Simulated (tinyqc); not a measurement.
What moves the results: Tamm state at the end of a one-band chain. A value that a table varies takes the place of the one given here.

A half-infinite chain with site energy 0 and hopping -t, band E = -2t cos(ka); the end site has energy D. The surface Green function of the unperturbed half chain is g = (E -/+ sqrt(E^2 - 4t^2))/(2t^2), the root with |t g| <= 1 and Im g <= 0, and with the shift G = g/(1 - D g).

Parameters, chosen for this exercise: t = 1.02 eV (hopping); a = 3.9 angstrom (spacing); D = 2.48 eV (shift of the end site); E = -1.22 eV (energy in the band).

## Threshold for a surface state

For |D| > t: E = D + t^2/D, weight on the end site 1 - t^2/D^2, decay length of the amplitude a/ln|D/t|; a dash: no bound state. The last column is the surface density -Im G/pi at E = 0.

Against D:
```
D/t,D (eV),E (eV),end weight,decay length (angstrom),density at E = 0 (1/eV)
-3.00,-3.060,-3.4000,0.8889,3.55,0.0312
-2.00,-2.040,-2.5500,0.7500,5.63,0.0624
-1.40,-1.428,-2.1566,0.4898,11.59,0.1054
-1.10,-1.122,-2.0493,0.1736,40.92,0.1412
-0.80,-0.816,-,-,-,0.1903
0.50,0.510,-,-,-,0.2497
0.95,0.969,-,-,-,0.1640
1.05,1.071,2.0424,0.0930,79.93,0.1484
1.30,1.326,2.1106,0.4083,14.86,0.1160
2.50,2.550,2.9580,0.8400,4.26,0.0430
```

How do the results move?

A state splits off only for |D| > t = 1.02 eV, although in the middle of an endless chain any shift binds one. Just past the threshold, at D/t = 1.05, it lies 2.4 meV outside the band and spreads over 79.9 angstrom; at D/t = -3 it holds 89 % of the end site, and the density left at the band centre has fallen to 0.10 of the clean value.

## What each parameter does

E = D + t^2/D, weight 1 - (t/D)^2, decay length -a/ln|t/D|, surface density -Im G/pi at E. Each row changes one parameter from the base and keeps the others.

Results:
```
case,bound level (eV),weight,decay (angstrom),density (1/eV)
base,2.8995,0.8308,4.390,0.0255
t = 1.071 eV,2.9425,0.8135,4.645,0.0271
D = 2.976 eV,3.3256,0.8825,3.642,0.0192
a = 4.29 angstrom,2.8995,0.8308,4.829,0.0255
E = -0.61 eV,2.8995,0.8308,4.390,0.0356
```

What does this show?

The largest shifts from the base row, up to three for each result and ties (the steps differ in size, so this ranks the rows, not the parameters). bound level (eV): D +0.4261, t +0.0430; unchanged at the printed digits by a and E. weight: D +0.0517, t -0.0173; unchanged at the printed digits by a and E. decay (angstrom): D -0.747, a +0.439, t +0.255; unchanged at the printed digits by E. density (1/eV): E +0.0101, D -0.0062, t +0.0017; unchanged at the printed digits by a.

Program tinyqc; command `OMP_NUM_THREADS=1 python tinyqc.py 1452291 1452292 out.jsonl`; about 0.01 s on one thread of a shared Intel(R) Xeon(R) Processor @ 2.30GHz.
